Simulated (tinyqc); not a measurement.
Surface photovoltage measurement of the minority-carrier diffusion length in a wafer. From one set of inputs to another, one input at a time. Computed by tinyqc, a small Python program. Command: `OMP_NUM_THREADS=1 python tinyqc.py 3130470 3130471 out.jsonl spv ladder`. One thread of a shared host (Intel(R) Xeon(R) Processor @ 2.30GHz), about 0.02 s of CPU time with the checks.

Low injection, steady light, a depletion layer much thinner than 1/alpha and L. The excess density dn is taken at the front edge of the neutral region; light that reaches the back is lost.

The inputs printed are set A. Inputs not listed in the table keep their values of set A, so the rows need not describe a real material.

Inputs (values chosen for the exercise, modelled on p-type silicon at room temperature): diffusion length L = 34 micrometre; wafer thickness W = 625 micrometre; diffusivity D = 33.1 cm^2/s; front recombination velocity S_f = 20000 cm/s; back recombination velocity S_b = 85000 cm/s; photon flux entering = 8.7e+11 1/(cm^2 s); minority density at the surface barrier scale n_0 = 1e+08 1/cm^3; temperature T = 298 K; wavelength = 996 nm; diffusion length after pair splitting over L = 0.6; iron factor C = 1.04e+16 micrometre^2/cm^3.

normal deviates g for the noise: [0.94, -0.13, 0.52, 1.09, -0.02, -0.54, 0.23]

Constants: k_B = 8.617333262e-05 eV/K.

Method:
- alpha = (84.732/lambda - 76.417)^2 per cm with lambda in micrometre (an empirical fit for silicon between 0.7 and 1.05 micrometre).
- Thick wafer: dn = Phi L/((S_f + D/L)(L + 1/alpha)). Finite wafer, with s = S_b L/D, w = W/L, a = alpha L: dn = [Phi a/(a^2 - 1)] [a - B - exp(-alpha W)(a - s)/(cosh w + s sinh w)]/(S_f + B D/L), B = (sinh w + s cosh w)/(cosh w + s sinh w).
- Photovoltage V = (k_B T/e) ln(1 + dn/n_0). Lifetime = L^2/D.
- Readings y = (Phi/dn) (1 + noise x g) at 780, 830, 880, 920, 950, 975 and 995 nm; a least-squares line y = c (1/alpha + L_app) gives L_app = intercept/slope.
- Splitting iron-boron pairs in boron-doped silicon shortens L; with nothing else changing, [Fe] = C (1/L_after^2 - 1/L^2). It is evaluated with the true lengths and with the apparent ones (without noise), which differ when the wafer is not thick against L.

Each row keeps all changes above it:
```
input moved                                 from       to  dn, finite wafer (1/cm^3)  photovoltage V (mV)  [Fe] from the apparent lengths (1/cm^3)
set A                                          -        -                 5.9395e+06                1.482                               1.5994e+13
photon flux entering (1/(cm^2 s))        8.7e+11  1.8e+13                 1.2289e+08               20.582                               1.5994e+13
wavelength (nm)                              996      980                 1.5461e+08               23.999                               1.5994e+13
back recombination velocity S_b (cm/s)     85000    13000                 1.5461e+08               23.999                               1.5994e+13
front recombination velocity S_f (cm/s)    20000    61000                 6.4993e+07               12.859                               1.5994e+13
diffusivity D (cm^2/s)                      33.1     31.1                 6.5538e+07               12.943                               1.5994e+13
wafer thickness W (micrometre)               625      725                 6.5538e+07               12.943                               1.5994e+13
```

dn, finite wafer goes from 5.94e6 to 6.55e7, a factor 11.0 in all. The largest single move comes from photon flux entering (a factor 20.7), and front recombination velocity S_f works against it (a factor 0.420). Photovoltage V goes from 1.48 to 12.9, a factor 8.74 in all. The largest single move comes from photon flux entering (a factor 13.9), and front recombination velocity S_f works against it (a factor 0.536). The single moves hold for this order of the switches; the total does not depend on the order.

Caution (rows photon flux entering, wavelength, back recombination velocity S_b, front recombination velocity S_f, diffusivity D, wafer thickness W): dn is not small against n_0, so V is not linear in the flux; the constant-flux reading then needs dn, not V.

Extremes, crossings and ranges named in words are read from the listed rows.
